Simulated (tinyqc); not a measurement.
Self-consistent Fermi level with native defects, at growth and after a quench: one step, computed by the program tinyqc. Command: `OMP_NUM_THREADS=1 python tinyqc.py 3030378 3030379 out.jsonl scfermi walk`. One thread of a shared host (Intel(R) Xeon(R) Processor @ 2.30GHz), about 0.05 s of CPU time with the checks.

Energies are counted from the top of the valence band (VBM); when the gap shrinks with temperature the conduction band moves and the levels stay. The added dopant is taken as fully ionised. D and A draw on one reservoir with opposite signs, as the two vacancies of a compound do.

Problem. Equilibrium at growth. n = N_c F_1/2((E_F - E_g)/k_B T), p = N_v F_1/2(-E_F/k_B T). F_1/2(eta) = (2/sqrt(pi)) int_0^infinity sqrt(x)/(1 + exp(x - eta)) dx, by the trapezoid rule in t = sqrt(x) with step 0.02 up to t = 12 (for eta < -12 by exp(eta) - exp(2 eta)/2^(3/2)). In equilibrium c_q = N_s exp(-(E_f(q, 0) + q E_F)/k_B T). Net charge = p - n + sum q c_q - N_X; the log ratio is ln(positive charge/negative charge). E_F is the root of the log ratio, by 50 bisections between -0.5 eV and E_g + 0.5 eV.

Inputs (values chosen for the exercise, for a model semiconductor): site density N_s = 2.9e+22 cm^-3; dopant density N_X = 3.4e+18 cm^-3; growth temperature T_g = 1650 K.

Added shallow dopant: acceptor.

E_g(T_g) = 3.2775 eV

N_c(T_g) = 4.642393e+19 cm^-3

N_v(T_g) = 2.359628e+20 cm^-3

k_B T_g = 0.1421860 eV

E_f(q, E_F = 0) (eV): D(+1) 0.090, D(0) 1.440, A(0) 2.504, A(-1) 3.141

Give: E_F at growth; n at growth; p at growth; Defects at growth; total D; total A.

Solution.

E_F at growth = 1.1977 eV

n at growth = 2.0619e+13 cm^-3

p at growth = 5.1816e+16 cm^-3

Defects at growth:
```
state  E_f (eV)   c (cm^-3)
D(+1)    1.2877  3.3818e+18
D(0)     1.4400  1.1589e+18
A(0)     2.5040  6.5186e+14
A(-1)    1.9433  3.3639e+16
```

total D = 4.5407e+18 cm^-3

total A = 3.4291e+16 cm^-3

The largest part of the positive charge comes from charged D (98 %) and that of the negative charge from the dopant (99 %).
